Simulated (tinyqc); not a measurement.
Front-illuminated p-i-n photodiode, quantum efficiency and bandwidth: one step of the calculation.

Light enters through a p layer (0 to xp), a depleted layer (xp to xp + wi) and a thick n substrate, decaying as exp(-al x); one pass, no back reflection. Carriers made in the depleted layer are all collected; those in the neutral layers diffuse.

Problem. Quantum efficiency. k = al Ln, s = S Ln/Dn, e = exp(-al xp); front layer f1 = (k/(k^2 - 1)) {[s + k - e (s cosh(xp/Ln) + sinh(xp/Ln))]/[s sinh(xp/Ln) + cosh(xp/Ln)] - k e}; depleted layer f2 = e (1 - exp(-al wi)); substrate f3 = e exp(-al wi) al Lp/(1 + al Lp); external efficiency (1 - Rf)(f1 + f2 + f3); responsivity = efficiency q lam/(h c).

Parameters, values chosen for the exercise; values close to those of silicon at this wavelength:

| symbol | value | unit | meaning |
|---|---|---|---|
| lam | 650 | nm | wavelength |
| al | 3340 | 1/cm | absorption coefficient |
| Rf | 0.3 |  | reflectance of the front face |
| xp | 0.06 | um | thickness of the front p layer |
| wi | 1.2 | um | thickness of the depleted layer |
| Dn | 14 | cm^2/s | electron diffusion coefficient in the p layer |
| Ln | 16 | um | electron diffusion length in the p layer |
| S | 50000 | cm/s | recombination velocity of the front surface |
| Lp | 14 | um | hole diffusion length in the thick n substrate |

Constants: q = 1.602176634e-19 C, h = 6.62607015e-34 J s, c = 299792458 m/s. Results are converted to the units shown.

Give: s; f1; f2; f3; external efficiency; responsivity.

Solution.

s = 5.714
f1 = 0.01963
f2 = 0.3237
f3 = 0.5408
external efficiency = 0.6189
responsivity = 0.3245 A/W

The front layer absorbs 1.98 % of the light that enters and collects 98.9 % of that. Diffusion from the neutral layers makes up 63.4 % of the current.

Computed by the program tinyqc: `OMP_NUM_THREADS=1 python tinyqc.py 2250044 2250045 out.jsonl`, one thread of a shared Intel Xeon 2.30GHz, about 0.01 s for the whole run.
